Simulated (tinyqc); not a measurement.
On-chip power grid, static voltage drop by conjugate gradients: two steps of the calculation.

A grid of 4 rows and 4 columns, node k = 4 row + column. Neighbours in a row are joined by Rx, in a column by Ry; pad nodes, which reach the supply through Rp: 0, 3, 12, 15. Each node draws I0, node 13 draws kh I0. The drops u = Vdd - V solve G u = i, with G the conductance matrix (1/Rp added on the diagonal at pad nodes).

Values chosen for this exercise:
- Vdd = 0.8 V (supply voltage)
- Rx = 0.36 ohm (resistance of a horizontal segment)
- Ry = 0.91 ohm (resistance of a vertical segment)
- Rp = 0.51 ohm (resistance from a pad node to the supply)
- I0 = 2.1 mA (load current of an ordinary node)
- kh = 1 (factor on the load at the hot node)

Question 1. Diagonal of G, loads and first direction. G_kk = sum of the conductances at node k. Start u = 0, so the residual is r = i; p = r.

Give: G_kk; r at the start; p at the start.

Answer 1.

G_kk (S):
```
        col 0   col 1   col 2   col 3
row 0  5.8375  6.6545  6.6545  5.8375
row 1  4.9756  7.7534  7.7534  4.9756
row 2  4.9756  7.7534  7.7534  4.9756
row 3  5.8375  6.6545  6.6545  5.8375
```

r at the start (mA):
```
        col 0   col 1   col 2   col 3
row 0  2.1000  2.1000  2.1000  2.1000
row 1  2.1000  2.1000  2.1000  2.1000
row 2  2.1000  2.1000  2.1000  2.1000
row 3  2.1000  2.1000  2.1000  2.1000
```

p at the start (mA):
```
        col 0   col 1   col 2   col 3
row 0  2.1000  2.1000  2.1000  2.1000
row 1  2.1000  2.1000  2.1000  2.1000
row 2  2.1000  2.1000  2.1000  2.1000
row 3  2.1000  2.1000  2.1000  2.1000
```

Question 2. Worst drop, pad currents and power lost. Pad current u/Rp; worst drop as a share of Vdd; power lost in the grid and pads sum_k i_k u_k; power delivered sum_k i_k (Vdd - u_k).

converged u (mV):
```
           col 0      col 1      col 2      col 3
row 0  4.2840000  5.5817008  5.5817008  4.2840000
row 1  6.7367008  6.9510000  6.9510000  6.7367008
row 2  6.7367008  6.9510000  6.9510000  6.7367008
row 3  4.2840000  5.5817008  5.5817008  4.2840000
```

Give: worst drop; share of Vdd; pad currents; power lost; power delivered.

Answer 2.

worst drop = 6.9510 mV
share of Vdd = 0.86887 %
pad currents (mA): node 0 8.4000, node 3 8.4000, node 12 8.4000, node 15 8.4000
power lost = 0.19785 mW
power delivered = 26.682 mW

The pad currents add up to the total load, 33.60 mA. The worst drop is at node 5 and 6 and 9 and 10.

Computed by the program tinyqc: `OMP_NUM_THREADS=1 python tinyqc.py 2770183 2770184 out.jsonl`, one thread of a shared Intel Xeon 2.30GHz, about 0.1 s for the whole run.
